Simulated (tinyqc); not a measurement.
From results back to parameters: Koster-Slater impurity in an sp3s* host.

Problem. In the Koster-Slater model a defect shifts the s level of its site by Vs and the p levels by Vp; an A1 level solves 1/Vs = G_s(E) and a T2 level 1/Vp = G_p(E), E from the top of the valence band. A defect has an A1 level at E = 0.5717 eV, one of the energies of the table, and a T2 level at 0.9529 eV.

G(E) of the host (1/eV):
```
E (eV)         G_s         G_p
0.0000  -0.0960606  -0.0048433
0.1906  -0.1146091  -0.0357288
0.3812  -0.1359407  -0.0593235
0.5717  -0.1612252  -0.0815769
0.7623  -0.1921971  -0.1046641
0.9529  -0.2316665  -0.1304992
1.1435  -0.2846574  -0.1617545
1.3341  -0.3615233  -0.2033993
1.5247  -0.4903020  -0.2676917
```

Find: Vs, Vp.

Solution. Read G_s and G_p at the two energies and invert them. Vs is attractive and pulls its level down from the conduction bands. Vp is attractive and pulls its level down from the conduction bands.

Vs, Vp (eV): -6.2  -7.7

Computed by tinyqc, a small Python program: `OMP_NUM_THREADS=1 python tinyqc.py 1452327 1452328 out.jsonl` (the numbers bound the seed that draws the inputs); one thread of a shared host (Intel(R) Xeon(R) Processor @ 2.30GHz), about 0.01 s for the whole set of steps.
